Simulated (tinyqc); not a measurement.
ROHF in the 6-311g basis, for H2, spin multiplicity 3, step by step. One step of it, computed by the program tinyqc.

Question. Iteration 2: Roothaan effective Fock matrix. With projectors Pc = D(beta) S, Po = (D(alpha) - D(beta)) S, Pv = 1 - D(alpha) S, the block xy is Px^T F Py; with Fc = (F(alpha) + F(beta))/2, the blocks are Fc for cc, oo, vv and cv, F(beta) for co and F(alpha) for ov.

F(alpha) (hartree), order 1H 1s, 1H 2s, 1H 3s, 2H 1s, 2H 2s, 2H 3s:
$$\begin{pmatrix}
0.357126 & -0.538464 & -0.524019 & -0.198893 & -0.329866 & -0.365388 \\
-0.538464 & -0.508553 & -0.550004 & -0.329866 & -0.427545 & -0.450633 \\
-0.524019 & -0.550004 & -0.494413 & -0.365388 & -0.450633 & -0.445456 \\
-0.198893 & -0.329866 & -0.365388 & 0.357126 & -0.538464 & -0.524019 \\
-0.329866 & -0.427545 & -0.450633 & -0.538464 & -0.508553 & -0.550004 \\
-0.365388 & -0.450633 & -0.445456 & -0.524019 & -0.550004 & -0.494413
\end{pmatrix}$$

F(beta) (hartree), order 1H 1s, 1H 2s, 1H 3s, 2H 1s, 2H 2s, 2H 3s:
$$\begin{pmatrix}
0.638576 & -0.219544 & -0.258247 & -0.125486 & -0.183379 & -0.187119 \\
-0.219544 & -0.073827 & -0.146550 & -0.183379 & -0.176065 & -0.157093 \\
-0.258247 & -0.146550 & -0.080275 & -0.187119 & -0.157093 & -0.108100 \\
-0.125486 & -0.183379 & -0.187119 & 0.638576 & -0.219544 & -0.258247 \\
-0.183379 & -0.176065 & -0.157093 & -0.219544 & -0.073827 & -0.146550 \\
-0.187119 & -0.157093 & -0.108100 & -0.258247 & -0.146550 & -0.080275
\end{pmatrix}$$

D(alpha) after iteration 1, order 1H 1s, 1H 2s, 1H 3s, 2H 1s, 2H 2s, 2H 3s:
$$\begin{pmatrix}
0.026111 & -0.002696 & 0.206435 & 0.007536 & 0.015847 & -0.093326 \\
-0.002696 & 0.011826 & -0.127522 & 0.015847 & -0.006686 & 0.171733 \\
0.206435 & -0.127522 & 2.608895 & -0.093326 & 0.171733 & -2.228657 \\
0.007536 & 0.015847 & -0.093326 & 0.026111 & -0.002696 & 0.206435 \\
0.015847 & -0.006686 & 0.171733 & -0.002696 & 0.011826 & -0.127522 \\
-0.093326 & 0.171733 & -2.228657 & 0.206435 & -0.127522 & 2.608895
\end{pmatrix}$$

D(beta) after iteration 1, order 1H 1s, 1H 2s, 1H 3s, 2H 1s, 2H 2s, 2H 3s:
$$\begin{pmatrix}
0.000000 & 0.000000 & 0.000000 & 0.000000 & 0.000000 & 0.000000 \\
0.000000 & 0.000000 & 0.000000 & 0.000000 & 0.000000 & 0.000000 \\
0.000000 & 0.000000 & 0.000000 & 0.000000 & 0.000000 & 0.000000 \\
0.000000 & 0.000000 & 0.000000 & 0.000000 & 0.000000 & 0.000000 \\
0.000000 & 0.000000 & 0.000000 & 0.000000 & 0.000000 & 0.000000 \\
0.000000 & 0.000000 & 0.000000 & 0.000000 & 0.000000 & 0.000000
\end{pmatrix}$$

overlap S, order 1H 1s, 1H 2s, 1H 3s, 2H 1s, 2H 2s, 2H 3s:
$$\begin{pmatrix}
1.000000 & 0.706377 & 0.373664 & 0.047524 & 0.204304 & 0.237060 \\
0.706377 & 1.000000 & 0.788963 & 0.204304 & 0.457711 & 0.542410 \\
0.373664 & 0.788963 & 1.000000 & 0.237060 & 0.542410 & 0.781593 \\
0.047524 & 0.204304 & 0.237060 & 1.000000 & 0.706377 & 0.373664 \\
0.204304 & 0.457711 & 0.542410 & 0.706377 & 1.000000 & 0.788963 \\
0.237060 & 0.542410 & 0.781593 & 0.373664 & 0.788963 & 1.000000
\end{pmatrix}$$

Give: effective F.

Answer.

effective F (hartree), order 1H 1s, 1H 2s, 1H 3s, 2H 1s, 2H 2s, 2H 3s:
$$\begin{pmatrix}
0.463 & -0.419 & -0.418 & -0.172 & -0.270 & -0.287 \\
-0.419 & -0.328 & -0.361 & -0.270 & -0.314 & -0.306 \\
-0.418 & -0.361 & -0.270 & -0.287 & -0.306 & -0.260 \\
-0.172 & -0.270 & -0.287 & 0.463 & -0.419 & -0.418 \\
-0.270 & -0.314 & -0.306 & -0.419 & -0.328 & -0.361 \\
-0.287 & -0.306 & -0.260 & -0.418 & -0.361 & -0.270
\end{pmatrix}$$
